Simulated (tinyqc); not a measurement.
Worked calculation: MP2 on RHF in the sto-6g basis, for H6, spin multiplicity 1. Computed by tinyqc, a small Python program that keeps every step (integrals from PySCF). Settings: charge = 0, multiplicity = 1, basis = sto-6g, method = RHF, energy threshold = 1e-10, iteration cap = 67, orthogonalisation = canonical, start = atomic densities, DIIS depth = 6. Command: `OMP_NUM_THREADS=1 python tinyqc.py 23673 23674 out.jsonl` (the two numbers bound the seeds that draw the settings). One thread of a shared host (Intel(R) Xeon(R) Processor @ 2.60GHz), about 0.2 s of CPU time with the checks. Later iterations appear only in the table of the cycle.

## One-electron integrals

Geometry (angstrom):
```
atom        x        y        z
H     0.00000  0.00000  0.00000
H     0.00000  0.00000  0.74500
H     0.00000  0.00000  1.80800
H     0.00000  0.00000  2.55300
H     0.00000  0.00000  3.61600
H     0.00000  0.00000  4.36100
```

Basis sto-6g: exponents (1/bohr^2) and contraction coefficients of normalised primitives:
```
element  l (shell)  exponent  coefficient
H            s (1)  35.52322      0.00916
H            s (1)   6.51314      0.04936
H            s (1)   1.82214      0.16854
H            s (1)   0.62596      0.37056
H            s (1)   0.24308      0.41649
H            s (1)   0.10011      0.13033
```

Overlap, kinetic and nuclear-attraction integrals over the contracted functions; the nuclear repulsion is the sum of Za Zb / Rab.

nuclear repulsion = 5.3101917 hartree

overlap S, lower triangle:
```
         1H 1s    2H 1s    3H 1s    4H 1s    5H 1s    6H 1s
1H 1s  1.00000
2H 1s  0.65646  1.00000
3H 1s  0.16220  0.46049  1.00000
4H 1s  0.04772  0.16220  0.65646  1.00000
5H 1s  0.00690  0.02733  0.16220  0.46049  1.00000
6H 1s  0.00156  0.00690  0.04772  0.16220  0.65646  1.00000
```

kinetic energy T (hartree), lower triangle:
```
          1H 1s     2H 1s     3H 1s     4H 1s    5H 1s    6H 1s
1H 1s   0.76852
2H 1s   0.23206   0.76852
3H 1s  -0.00826   0.09062   0.76852
4H 1s  -0.00959  -0.00826   0.23206   0.76852
5H 1s  -0.00233  -0.00672  -0.00826   0.09062  0.76852
6H 1s  -0.00069  -0.00233  -0.00959  -0.00826  0.23206  0.76852
```

nuclear attraction V (hartree), lower triangle:
```
          1H 1s     2H 1s     3H 1s     4H 1s     5H 1s     6H 1s
1H 1s  -2.65778
2H 1s  -1.78650  -2.99938
3H 1s  -0.42071  -1.28935  -3.16835
4H 1s  -0.12118  -0.44105  -1.99547  -3.16835
5H 1s  -0.01672  -0.06945  -0.44105  -1.28935  -2.99938
6H 1s  -0.00364  -0.01672  -0.12118  -0.42071  -1.78650  -2.65778
```

core Hamiltonian H = T + V (hartree), lower triangle:
```
          1H 1s     2H 1s     3H 1s     4H 1s     5H 1s     6H 1s
1H 1s  -1.88926
2H 1s  -1.55444  -2.23086
3H 1s  -0.42898  -1.19873  -2.39983
4H 1s  -0.13077  -0.44932  -1.76341  -2.39983
5H 1s  -0.01906  -0.07617  -0.44932  -1.19873  -2.23086
6H 1s  -0.00433  -0.01906  -0.13077  -0.42898  -1.55444  -1.88926
```

## Two-electron integrals

Functions are numbered as in S; the eight-fold symmetry (ij|kl) = (ji|kl) = (kl|ij) leaves the list below.

Two-electron integrals (ij|kl) in chemists' order, unique and non-zero (hartree):
```
(11|11) 0.77500    (21|11) 0.44156    (21|21) 0.29398    (22|11) 0.56811
(22|21) 0.44156    (22|22) 0.77500    (31|11) 0.07951    (31|21) 0.05813
(31|22) 0.09783    (31|31) 0.01392    (32|11) 0.18433    (32|21) 0.14973
(32|22) 0.28141    (32|31) 0.04120    (32|32) 0.13360    (33|11) 0.29067
(33|21) 0.23727    (33|22) 0.45801    (33|31) 0.07951    (33|32) 0.28141
(33|33) 0.77500    (41|11) 0.01927    (41|21) 0.01431    (41|22) 0.02453
(41|31) 0.00369    (41|32) 0.01133    (41|33) 0.02453    (41|41) 0.00104
(42|11) 0.05320    (42|21) 0.04266    (42|22) 0.07951    (42|31) 0.01246
(42|32) 0.04120    (42|33) 0.09783    (42|41) 0.00369    (42|42) 0.01392
(43|11) 0.15985    (43|21) 0.12672    (43|22) 0.23727    (43|31) 0.04266
(43|32) 0.14973    (43|33) 0.44156    (43|41) 0.01431    (43|42) 0.05813
(43|43) 0.29398    (44|11) 0.20718    (44|21) 0.15985    (44|22) 0.29067
(44|31) 0.05320    (44|32) 0.18433    (44|33) 0.56811    (44|41) 0.01927
(44|42) 0.07951    (44|43) 0.44156    (44|44) 0.77500    (51|11) 0.00221
(51|21) 0.00165    (51|22) 0.00286    (51|31) 0.00045    (51|32) 0.00140
(51|33) 0.00324    (51|41) 0.00013    (51|42) 0.00049    (51|43) 0.00205
(51|44) 0.00305    (51|51) 1.84e-05   (52|11) 0.00715    (52|21) 0.00561
(52|22) 0.01026    (52|31) 0.00167    (52|32) 0.00552    (52|33) 0.01380
(52|41) 0.00052    (52|42) 0.00200    (52|43) 0.00903    (52|44) 0.01380
(52|51) 0.00008    (52|52) 0.00032    (53|11) 0.03235    (53|21) 0.02486
(53|22) 0.04496    (53|31) 0.00804    (53|32) 0.02743    (53|33) 0.07951
(53|41) 0.00278    (53|42) 0.01120    (53|43) 0.05813    (53|44) 0.09783
(53|51) 0.00045    (53|52) 0.00200    (53|53) 0.01392    (54|11) 0.07947
(54|21) 0.05964    (54|22) 0.10506    (54|31) 0.01883    (54|32) 0.06305
(54|33) 0.18433    (54|41) 0.00679    (54|42) 0.02743    (54|43) 0.14973
(54|44) 0.28141    (54|51) 0.00120    (54|52) 0.00552    (54|53) 0.04120
(54|54) 0.13360    (55|11) 0.14634    (55|21) 0.10738    (55|22) 0.18429
(55|31) 0.03235    (55|32) 0.10506    (55|33) 0.29067    (55|41) 0.01141
(55|42) 0.04496    (55|43) 0.23727    (55|44) 0.45801    (55|51) 0.00221
(55|52) 0.01026    (55|53) 0.07951    (55|54) 0.28141    (55|55) 0.77500
(61|11) 0.00042    (61|21) 0.00032    (61|22) 0.00056    (61|31) 0.00009
(61|32) 0.00028    (61|33) 0.00068    (61|41) 2.73e-05   (61|42) 0.00010
(61|43) 0.00044    (61|44) 0.00068    (61|51) 3.94e-06   (61|52) 1.65e-05
(61|53) 0.00010    (61|54) 0.00028    (61|55) 0.00056    (61|61) 8.68e-07
(62|11) 0.00157    (62|21) 0.00122    (62|22) 0.00221    (62|31) 0.00037
(62|32) 0.00120    (62|33) 0.00305    (62|41) 0.00012    (62|42) 0.00045
(62|43) 0.00205    (62|44) 0.00324    (62|51) 1.75e-05   (62|52) 0.00008
(62|53) 0.00049    (62|54) 0.00140    (62|55) 0.00286    (62|61) 3.94e-06
(62|62) 1.84e-05   (63|11) 0.00848    (63|21) 0.00642    (63|22) 0.01141
(63|31) 0.00203    (63|32) 0.00679    (63|33) 0.01927    (63|41) 0.00070
(63|42) 0.00278    (63|43) 0.01431    (63|44) 0.02453    (63|51) 0.00012
(63|52) 0.00052    (63|53) 0.00369    (63|54) 0.01133    (63|55) 0.02453
(63|61) 2.73e-05   (63|62) 0.00013    (63|63) 0.00104    (64|11) 0.02518
(64|21) 0.01865    (64|22) 0.03235    (64|31) 0.00572    (64|32) 0.01883
(64|33) 0.05320    (64|41) 0.00203    (64|42) 0.00804    (64|43) 0.04266
(64|44) 0.07951    (64|51) 0.00037    (64|52) 0.00167    (64|53) 0.01246
(64|54) 0.04120    (64|55) 0.09783    (64|61) 0.00009    (64|62) 0.00045
(64|63) 0.00369    (64|64) 0.01392    (65|11) 0.08725    (65|21) 0.06334
(65|22) 0.10738    (65|31) 0.01865    (65|32) 0.05964    (65|33) 0.15985
(65|41) 0.00642    (65|42) 0.02486    (65|43) 0.12672    (65|44) 0.23727
(65|51) 0.00122    (65|52) 0.00561    (65|53) 0.04266    (65|54) 0.14973
(65|55) 0.44156    (65|61) 0.00032    (65|62) 0.00165    (65|63) 0.01431
(65|64) 0.05813    (65|65) 0.29398    (66|11) 0.12134    (66|21) 0.08725
(66|22) 0.14634    (66|31) 0.02518    (66|32) 0.07947    (66|33) 0.20718
(66|41) 0.00848    (66|42) 0.03235    (66|43) 0.15985    (66|44) 0.29067
(66|51) 0.00157    (66|52) 0.00715    (66|53) 0.05320    (66|54) 0.18433
(66|55) 0.56811    (66|61) 0.00042    (66|62) 0.00221    (66|63) 0.01927
(66|64) 0.07951    (66|65) 0.44156    (66|66) 0.77500
```

## Orthogonalisation

S = U s U^T; canonical form X = U s^(-1/2), so that X^T S X = 1. Each column of U has its largest component positive (the first on a tie).

eigenvalues of S: 0.17556  0.27837  0.44091  1.12692  1.69818  2.28006

X:
```
              1         2         3         4         5        6
1H 1s   0.56265  -0.82549   0.69172   0.44691   0.37077  0.19334
2H 1s  -0.93913   1.00364  -0.47863   0.22379   0.37918  0.26750
3H 1s   1.28430  -0.32776  -0.65304  -0.44031   0.11483  0.33220
4H 1s  -1.28430  -0.32776   0.65304  -0.44031  -0.11483  0.33220
5H 1s   0.93913   1.00364   0.47863   0.22379  -0.37918  0.26750
6H 1s  -0.56265  -0.82549  -0.69172   0.44691  -0.37077  0.19334
```

## Starting guess

The start is atomic minimal-basis densities projected into this basis (PySCF's MINAO start) and scaled to the electron count of each spin; this density is not idempotent, so its energy is not variational and may lie below the converged one.

D at the start, lower triangle:
```
         1H 1s    2H 1s    3H 1s    4H 1s    5H 1s    6H 1s
1H 1s  0.94652
2H 1s  0.09582  0.86856
3H 1s  0.03228  0.10269  0.88107
4H 1s  0.00377  0.02267  0.09884  0.88107
5H 1s  0.00360  0.01226  0.02267  0.10269  0.86856
6H 1s  0.00031  0.00360  0.00377  0.03228  0.09582  0.94652
```

## Iteration 1: building the Fock matrix

J_ij = sum D_kl (ij|kl), K_ij = sum D_kl (ik|jl); F = H + J - 0.5 K; E = tr D H + tr D J / 2 - 0.25 tr D K + E_nn.

Coulomb J (hartree), lower triangle:
```
         1H 1s    2H 1s    3H 1s    4H 1s    5H 1s    6H 1s
1H 1s  2.10578
2H 1s  1.47208  2.41518
3H 1s  0.36685  1.11311  2.58126
4H 1s  0.10730  0.38643  1.67230  2.58126
5H 1s  0.01511  0.06229  0.38643  1.11311  2.41518
6H 1s  0.00332  0.01511  0.10730  0.36685  1.47208  2.10578
```

exchange K (hartree), lower triangle:
```
         1H 1s    2H 1s    3H 1s    4H 1s    5H 1s    6H 1s
1H 1s  1.10541
2H 1s  0.96141  1.24685
3H 1s  0.36172  0.72929  1.26746
4H 1s  0.15096  0.36904  1.01417  1.26746
5H 1s  0.03528  0.09868  0.36904  0.72929  1.24685
6H 1s  0.01192  0.03528  0.15096  0.36172  0.96141  1.10541
```

Fock matrix F (hartree), lower triangle:
```
          1H 1s     2H 1s     3H 1s     4H 1s     5H 1s     6H 1s
1H 1s  -0.33619
2H 1s  -0.56306  -0.43910
3H 1s  -0.24299  -0.45026  -0.45231
4H 1s  -0.09895  -0.24740  -0.59819  -0.45231
5H 1s  -0.02159  -0.06322  -0.24740  -0.45026  -0.43910
6H 1s  -0.00697  -0.02159  -0.09895  -0.24299  -0.56306  -0.33619
```

total energy of this density = -2.6848334 hartree

This density is the starting one; it is not idempotent, so its energy is not variational and may lie below the converged one.

## Iteration 1: diagonalisation and new density

Diagonalise F' = X^T F X, C = X C', fill 3 alpha and 3 beta electrons from the bottom; D = 2 C_occ C_occ^T. Each column has its largest component positive (the first on a tie).

F' = X^T F X (hartree), lower triangle:
```
         1         2        3         4         5         6
1  1.31657
2  0.00000   0.78011
3  0.00676   0.00000  0.36088
4  0.00000  -0.01356  0.00000  -0.28449
5  0.00980   0.00000  0.02346   0.00000  -0.55912
6  0.00000  -0.01213  0.00000   0.01479   0.00000  -0.78619
```

orbital energies (hartree): MO1 -0.78671, MO2 -0.55976, MO3 -0.28424, MO4 0.36143, MO5 0.78038, MO6 1.31667

coefficients C:
```
           MO1       MO2       MO3       MO4       MO5       MO6
1H 1s  0.17401   0.35017   0.44153   0.69677  -0.83265   0.56958
2H 1s  0.26835   0.39604   0.24458  -0.46195   0.99855  -0.94052
3H 1s  0.34246   0.12481  -0.43469  -0.65931  -0.32468   1.28015
4H 1s  0.34246  -0.12481  -0.43469   0.65931  -0.32468  -1.28015
5H 1s  0.26835  -0.39604   0.24458   0.46195   0.99855   0.94052
6H 1s  0.17401  -0.35017   0.44153  -0.69677  -0.83265  -0.56958
```

D after iteration 1, lower triangle:
```
          1H 1s     2H 1s     3H 1s     4H 1s    5H 1s    6H 1s
1H 1s   0.69570
2H 1s   0.58673   0.57735
3H 1s  -0.17727   0.07003   0.64363
4H 1s  -0.35209  -0.12769   0.58132   0.64363
5H 1s   0.03201  -0.05003  -0.12769   0.07003  0.57735
6H 1s   0.20522   0.03201  -0.35209  -0.17727  0.58673  0.69570
```

## Iteration 8 (converged): orbitals

converged F (hartree), lower triangle:
```
          1H 1s     2H 1s     3H 1s     4H 1s     5H 1s     6H 1s
1H 1s  -0.37083
2H 1s  -0.60569  -0.44805
3H 1s  -0.19891  -0.39272  -0.45862
4H 1s  -0.04798  -0.19994  -0.62253  -0.45862
5H 1s  -0.00604  -0.03572  -0.19994  -0.39272  -0.44805
6H 1s  -0.00605  -0.00604  -0.04798  -0.19891  -0.60569  -0.37083
```

As before.

F' = X^T F X (hartree), lower triangle:
```
         1         2        3         4         5         6
1  1.34365
2  0.00000   0.81939
3  0.01579   0.00000  0.42761
4  0.00000  -0.07043  0.00000  -0.43501
5  0.04212   0.00000  0.00202   0.00000  -0.61103
6  0.00000   0.00415  0.00000   0.01425   0.00000  -0.73668
```

orbital energies (hartree): MO1 -0.73739, MO2 -0.61194, MO3 -0.43825, MO4 0.42733, MO5 0.82334, MO6 1.34483

coefficients C:
```
           MO1       MO2       MO3       MO4       MO5       MO6
1H 1s  0.17557   0.35746  -0.40908   0.68235  -0.84875   0.58236
2H 1s  0.25154   0.40007  -0.29202  -0.46186   0.99015  -0.93886
3H 1s  0.35462   0.08822   0.44129  -0.67499  -0.30193   1.27501
4H 1s  0.35462  -0.08822   0.44129   0.67499  -0.30193  -1.27501
5H 1s  0.25154  -0.40007  -0.29202   0.46186   0.99015   0.93886
6H 1s  0.17557  -0.35746  -0.40908  -0.68235  -0.84875  -0.58236
```

D after iteration 8, lower triangle:
```
          1H 1s     2H 1s     3H 1s     4H 1s    5H 1s    6H 1s
1H 1s   0.65190
2H 1s   0.61326   0.61721
3H 1s  -0.17345  -0.00874   0.65654
4H 1s  -0.29959  -0.14991   0.62541   0.65654
5H 1s   0.04122  -0.02302  -0.14991  -0.00874  0.61721
6H 1s   0.14078   0.04122  -0.29959  -0.17345  0.61326  0.65190
```

## Convergence

Stop when the energy changes by less than 1e-10 hartree and every element of the error matrix X^T (F D S - S D F) X is below 3e-06.

Course of the cycle:
```
iteration  E (hartree)     change  largest element of the error matrix
1           -2.6848334          -                             6.16e-02
2           -3.2830590  -5.98e-01                             8.65e-02
3           -3.2862748  -3.22e-03                             5.24e-02
4           -3.2884601  -2.19e-03                             6.22e-03
5           -3.2884938  -3.37e-05                             1.19e-04
6           -3.2884938  -1.25e-08                             1.28e-05
7           -3.2884938  -1.38e-10                             3.13e-07
8           -3.2884938  -6.39e-14                             7.30e-10
```

PySCF RHF in the same basis = -3.2884938 hartree

Converged in 8 iterations.

## Populations, bond orders and dipole

Mulliken: Z minus the diagonal of D S on the atom; Loewdin: the same with S^(1/2) D S^(1/2); Mayer order: 2 sum_s sum (D(s) S)_ij (D(s) S)_ji over the two atoms.

Charges (e):
```
atom  Mulliken   Loewdin
1H    -0.01256  -0.03098
2H     0.00889   0.02715
3H     0.00367   0.00384
4H     0.00367   0.00384
5H     0.00889   0.02715
6H    -0.01256  -0.03098
```

Mayer bond orders:
```
pair     order
2-1    0.92378
3-1   -0.00139
3-2    0.07556
4-1    0.06402
4-2   -0.00140
4-3    0.86320
5-1   -0.00007
5-2    0.00205
5-3   -0.00140
5-4    0.07556
6-1    0.01351
6-2   -0.00007
6-3    0.06402
6-4   -0.00139
6-5    0.92378
```

dipole moment about the origin, x y z (debye): 0.00000  0.00000  0.00000

## Integrals over molecular orbitals

(pq|rs) = sum C_ip C_jq C_kr C_ls (ij|kl), one index at a time.

one-electron integrals over orbitals h = C^T H C (hartree), lower triangle:
```
          1         2         3         4         5         6
1  -2.46116
2   0.00000  -2.20307
3  -0.15578   0.00000  -2.14688
4   0.00000   0.19504   0.00000  -1.70405
5  -0.07924   0.00000   0.17353   0.00000  -1.32445
6   0.00000   0.06293   0.00000   0.17027   0.00000  -1.08569
```

Two-electron integrals over orbitals (pq|rs), unique and non-zero (hartree):
```
(11|11) 0.44622    (21|21) 0.13094    (22|11) 0.35612    (22|22) 0.40971
(31|11) 0.08556    (31|22) -0.04715   (31|31) 0.12372    (32|21) -0.12318
(32|32) 0.14502    (33|11) 0.40999    (33|22) 0.37257    (33|31) 0.04133
(33|33) 0.41225    (41|21) -0.04161   (41|32) -0.00439   (41|41) 0.08026
(42|11) -0.06643   (42|22) -0.00210   (42|31) -0.05421   (42|33) -0.01581
(42|42) 0.07558    (43|21) -0.06887   (43|32) 0.07009    (43|41) 0.01371
(43|43) 0.08085    (44|11) 0.41016    (44|22) 0.37385    (44|31) 0.03701
(44|33) 0.40003    (44|42) -0.02747   (44|44) 0.41670    (51|11) 0.00793
(51|22) 0.03088    (51|31) -0.02668   (51|33) -0.01096   (51|42) -0.03544
(51|44) 0.00187    (51|51) 0.04890    (52|21) 0.02835    (52|32) 0.00222
(52|41) -0.05530   (52|43) 0.03525    (52|52) 0.08511    (53|11) -0.07516
(53|22) -0.00764   (53|31) -0.05981   (53|33) -0.03237   (53|42) 0.07053
(53|44) -0.02720   (53|51) -0.02759   (53|53) 0.07697    (54|21) -0.12565
(54|32) 0.13813    (54|41) 0.00800    (54|43) 0.07161    (54|52) -0.00273
(54|54) 0.15036    (55|11) 0.37610    (55|22) 0.41511    (55|31) -0.03306
(55|33) 0.38817    (55|42) -0.00998   (55|44) 0.39847    (55|51) 0.03076
(55|53) -0.01397   (55|55) 0.44425    (61|21) 0.00202    (61|32) 0.01678
(61|41) -0.02939   (61|43) -0.04512   (61|52) -0.02831   (61|54) 0.01321
(61|61) 0.06503    (62|11) -0.01356   (62|22) -0.03604   (62|31) 0.02413
(62|33) -0.00168   (62|42) 0.03069    (62|44) -0.00027   (62|51) -0.04338
(62|53) 0.03241    (62|55) -0.03546   (62|62) 0.04605    (63|21) 0.04529
(63|32) -0.00561   (63|41) -0.07553   (63|43) -0.01734   (63|52) 0.05460
(63|54) -0.00650   (63|61) 0.02930    (63|63) 0.08227    (64|11) -0.08784
(64|22) 0.03834    (64|31) -0.11753   (64|33) -0.04365   (64|42) 0.05595
(64|44) -0.04270   (64|51) 0.02325    (64|53) 0.06002    (64|55) 0.03652
(64|62) -0.02346   (64|64) 0.12798    (65|21) -0.13293   (65|32) 0.12734
(65|41) 0.04255    (65|43) 0.07269    (65|52) -0.02986   (65|54) 0.13530
(65|61) -0.00302   (65|63) -0.05089   (65|65) 0.15139    (66|11) 0.48178
(66|22) 0.38354    (66|31) 0.09564    (66|33) 0.44661    (66|42) -0.07530
(66|44) 0.45351    (66|51) 0.00879    (66|53) -0.08766   (66|55) 0.41759
(66|62) -0.01637   (66|64) -0.10606   (66|66) 0.55510
```

## Second-order Moller-Plesset energy

Hartree-Fock energy = -3.2884938 hartree

E2 = sum_ijab (ia|jb) [2 (ia|jb) - (ib|ja)] / (e_i + e_j - e_a - e_b) over occupied i, j and virtual a, b; the opposite-spin part is (ia|jb)^2 / denominator, the rest is same-spin, and SCS-MP2 scales them by 6/5 and 1/3.

Terms (the 40 largest of 41):
```
i  j  a  b   (ia|jb)   (ib|ja)  denominator      term
3  3  4  4   0.08085   0.08085     -1.73118  -0.00378
3  2  5  4   0.07053   0.03525     -2.30087  -0.00324
2  3  4  5   0.07053   0.03525     -2.30087  -0.00324
1  1  4  4   0.08026   0.08026     -2.32944  -0.00277
2  2  4  4   0.07558   0.07558     -2.07855  -0.00275
3  1  6  4  -0.07553  -0.04512     -2.94780  -0.00271
1  3  4  6  -0.07553  -0.04512     -2.94780  -0.00271
2  2  5  5   0.08511   0.08511     -2.87056  -0.00252
3  3  5  5   0.07697   0.07697     -2.52320  -0.00235
3  3  6  6   0.08227   0.08227     -3.56617  -0.00190
2  1  5  4  -0.05530  -0.03544     -2.60000  -0.00160
1  2  4  5  -0.05530  -0.03544     -2.60000  -0.00160
3  2  6  5   0.05460   0.03241     -3.21837  -0.00130
2  3  5  6   0.05460   0.03241     -3.21837  -0.00130
1  1  6  6   0.06503   0.06503     -4.16443  -0.00102
1  1  5  5   0.04890   0.04890     -3.12146  -0.00077
2  1  6  5  -0.04338  -0.02831     -3.51750  -0.00072
1  2  5  6  -0.04338  -0.02831     -3.51750  -0.00072
2  2  6  6   0.04605   0.04605     -3.91354  -0.00054
2  2  6  4   0.03069   0.03069     -2.99604  -0.00031
2  2  4  6   0.03069   0.03069     -2.99604  -0.00031
3  1  5  5  -0.02759  -0.02759     -2.82233  -0.00027
1  3  5  5  -0.02759  -0.02759     -2.82233  -0.00027
1  1  6  4  -0.02939  -0.02939     -3.24694  -0.00027
1  1  4  6  -0.02939  -0.02939     -3.24694  -0.00027
1  3  6  4  -0.04512  -0.07553     -2.94780  -0.00023
3  1  4  6  -0.04512  -0.07553     -2.94780  -0.00023
3  1  6  6   0.02930   0.02930     -3.86530  -0.00022
1  3  6  6   0.02930   0.02930     -3.86530  -0.00022
1  2  5  4  -0.03544  -0.05530     -2.60000  -0.00021
2  1  4  5  -0.03544  -0.05530     -2.60000  -0.00021
3  3  4  6  -0.01734  -0.01734     -2.64867  -0.00011
3  3  6  4  -0.01734  -0.01734     -2.64867  -0.00011
1  2  6  5  -0.02831  -0.04338     -3.51750  -0.00011
2  1  5  6  -0.02831  -0.04338     -3.51750  -0.00011
3  2  5  6   0.03241   0.05460     -3.21837  -0.00010
2  3  6  5   0.03241   0.05460     -3.21837  -0.00010
3  1  4  4   0.01371   0.01371     -2.03031  -0.00009
1  3  4  4   0.01371   0.01371     -2.03031  -0.00009
3  2  4  5   0.03525   0.07053     -2.30087  4.11e-07
```

Pair energies (hartree; pair i-j sums ij and ji):
```
pair  opposite spin  same spin
1-1        -0.00508          0
2-1        -0.00484   -0.00043
2-2        -0.00644          0
3-1        -0.00642   -0.00063
3-2        -0.00791   -0.00139
3-3        -0.00825          0
```

MP2 correlation energy = -0.0413906 hartree

SCS-MP2 correlation energy = -0.0475473 hartree

MP2 total energy = -3.3298844 hartree
